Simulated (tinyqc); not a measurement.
Minority carriers and saturation current of a heavily doped emitter: one step of the calculation.

n-type, parabolic bands, full ionisation. eta = (EF - Ec)/kB T solves N = Nc F12(eta), F12(x) = (2/sqrt(pi)) int_0^infinity sqrt(u)/(1 + exp(u - x)) du. The gap shrinks rigidly by dEg = E1 [ln(N/N0) + sqrt(ln^2(N/N0) + 0.5)], an empirical law that is here taken as the true narrowing.

Problem. Saturation current. 1/tau = Cn N^2 + 1/ts, D = mup Vt, L = sqrt(D tau); J0 = (q p0 D/L)(s + tanh(W/L))/(1 + s tanh(W/L)), s = S L/D; the share recombining inside is 1 - 1/[cosh(W/L)(1 + tanh(W/L)/s)].

Inputs (values chosen for the exercise); band and dielectric values close to those of silicon:
- T = 250 K (temperature)
- N = 1.8e19 cm^-3 (ionised donor density)
- mup = 130 cm^2/(V s) (minority-hole mobility)
- Cn = 2.7e-31 cm^6/s (Auger coefficient)
- ts = 1.5 us (defect lifetime)
- W = 210 nm (emitter width)
- S = 4100 cm/s (recombination velocity at the contact)

Constants: q = 1.602176634e-19 C, kB = 1.380649e-23 J/K, Vt = kB T/q. Results are converted to the units shown.

p0 = 0.037876329 cm^-3

Give: tau; L; s; J0; share recombining inside.

Solution.

tau = 11.345 ns
L = 1782.5 nm
s = 0.26095
J0 = 0.034991 fA/cm^2
share recombining inside = 31.482 %

Bulk and contact share the loss.

Range of the model: Band tails, non-parabolic bands and incomplete ionisation are left out.

Numbers from tinyqc (`OMP_NUM_THREADS=1 python tinyqc.py 2330104 2330105 out.jsonl`; about 0.01 s on one thread of a shared Intel Xeon 2.30GHz).
